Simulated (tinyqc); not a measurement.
One anharmonic mode: perturbation theory, self-consistent phonons and exact levels: one step, computed by the program tinyqc.

V(x) = k x^2/2 + b x^4 for one coordinate x of mass M. A constant K > 0 gives hbar Omega = sqrt((hbar^2/u) K/M) with K in eV/angstrom^2 and M in u.

Problem. Hamiltonian in a small basis. Basis: oscillator states n of the constant |k|, with x = s (a + a+), s^2 = hbar Omega/(2|k|); H = hbar Omega (n + 1/2) + (k - |k|) x^2/2 + b x^4, with exact matrix elements of x^2 and x^4.

Inputs (values chosen for the exercise, for a model mode):
```
quantity                          value           unit
mode mass M                        44.1              u
harmonic constant k               -4.72  eV/angstrom^2
quartic constant b                 59.2  eV/angstrom^4
basis size N of the small matrix      6              -
```

Shape: double well.

Constants: hbar^2/u = 4.18015928e-03 eV angstrom^2.

Give: H.

Solution.

H (meV):
```
         1        2        3        4        5        6
1    0.892    0.000  -12.435    0.000    1.456    0.000
2    0.000    4.458    0.000  -18.625    0.000    3.256
3  -12.435    0.000   11.591    0.000  -22.222    0.000
4    0.000  -18.625    0.000   22.291    0.000  -23.371
5    1.456    0.000  -22.222    0.000   36.558    0.000
6    0.000    3.256    0.000  -23.371    0.000   54.391
```
